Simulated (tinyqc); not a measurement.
IGBT as a p-i-n diode in series with a MOS channel, on-state and switching loss: one step of the calculation.

High injection (n = p) in a drift layer from x = -W/2 (anode) to +W/2 (cathode side), recombination only in the layer with lifetime tau, ideal emitters. The channel feeds the cathode side and carries the whole current. Auger recombination, carrier-carrier scattering, emitter losses and the carrier dip under the p body are left out.

Question. On-state voltage. n(x) = (tau J/(2 q La))[cosh(x/La)/sinh y - B sinh(x/La)/cosh y]. Vm = Vt [(8 b/(b + 1)^2)(sinh y/s) arctan(s sinh y) + B ln((1 + B tanh^2 y)/(1 - B tanh^2 y))], s = sqrt(1 - B^2 tanh^2 y); Vj = Vt ln(n(-W/2) n(W/2)/ni^2), ni = sqrt(Nc Nv) exp(-Eg/(2 Vt)), Eg in volts; Vc = J Rch; Von = Vm + Vj + Vc.

Parameters, values chosen for the exercise; material values close to those of silicon:

| symbol | value | unit | meaning |
|---|---|---|---|
| T | 300 | K | temperature |
| Eg | 1.1 | eV | band gap |
| Nc | 2.81e19 | cm^-3 | conduction-band density of states at T |
| Nv | 2.67e19 | cm^-3 | valence-band density of states at T |
| tau | 4.5 | us | high-injection lifetime |
| J | 50 | A/cm^2 | current density |
| Rch | 3.9 | mohm cm^2 | channel and accumulation resistance |

Constants: q = 1.602176634e-19 C, kB = 1.380649e-23 J/K, Vt = kB T/q. Results are converted to the units shown.

b = 2.9166667
B = 0.48936170
La = 91.195632 um
y = 1.0965437

Wanted: Vm; Vj; Vc; Von.

Answer.

Vm = 0.058513 V
Vj = 0.80521 V
Vc = 0.19500 V
Von = 1.0587 V

Vm does not depend on J, since the carrier density grows with it. Junctions, layer and channel take 76, 5.5 and 18 % of Von.

tinyqc, about 0.01 s, one thread, Intel Xeon 2.30GHz (shared host): `OMP_NUM_THREADS=1 python tinyqc.py 2590060 2590061 out.jsonl`
